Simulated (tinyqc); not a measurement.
From results back to parameters: linear model of a band gap against the share of exact exchange. Two cases, with inputs chosen for the exercise.

Problem. Gap and optical dielectric constant were computed at two shares alpha. They follow E = E0 + S alpha and eps = 1 + (e0 - 1)(EP/(EP + S alpha))^2.

Case 1.

Values chosen (out of a larger set: of the order of those of TiO2; not measured data): al12 = (0.1, 0.15) (two shares of exact exchange).

gaps (eV): 2.80800  3.24700

eps: 7.598377  7.188662

Case 2.

Values chosen (out of a larger set: of the order of those of AlN; not measured data): al12 = (0.25, 0.3) (two shares of exact exchange).

gaps (eV): 6.04250  6.43300

eps: 4.387865  4.280915

Find: S; E0; EP; e0.

Solution. The two gaps give S and E0. With q = sqrt((eps1 - 1)/(eps2 - 1)) = (EP + S alpha2)/(EP + S alpha1), EP = S (alpha2 - q alpha1)/(q - 1); e0 follows from either eps.

Case 1.

S = 8.78 eV
E0 = 1.93 eV
EP = 12.6 eV
e0 = 8.55

Case 2.

S = 7.81 eV
E0 = 4.09 eV
EP = 22.2 eV
e0 = 5.01

Computed by tinyqc, one run a case: `OMP_NUM_THREADS=1 python tinyqc.py N N+1 out.jsonl` with N = 1880944, 1881007; one thread of a shared Intel(R) Xeon(R) Processor @ 2.30GHz, about 0.01 s a run at most.
